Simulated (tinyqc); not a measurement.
Thermal resistances of a two-die stack.

Inverse problem. Heat leaves through the lower die only, and the system is linear. Find the resistance R1 from the lower die to the coolant, R2 between the dies, and the rise of the upper die when both are powered.

Inputs (values chosen for the exercise):

| symbol | value | unit | meaning |
|---|---|---|---|
| P1 | 34 | W | power of the lower die |
| P2 | 19 | W | power of the upper die |

rises of the lower and upper die with only the lower one powered (K): [12.24, 12.24]
rises of the lower and upper die with only the upper one powered (K): [6.84, 12.54]

Answer. With only the lower die powered no heat crosses R2, so both dies rise by P1 R1; the difference in the second test is P2 R2; rises add.

R1 = 0.360 K/W
R2 = 0.300 K/W
rise of the upper die = 24.8 K

tinyqc, about 0.02 s, one thread, Intel Xeon 2.30GHz (shared host): `OMP_NUM_THREADS=1 python tinyqc.py 2162030 2162031 out.jsonl`
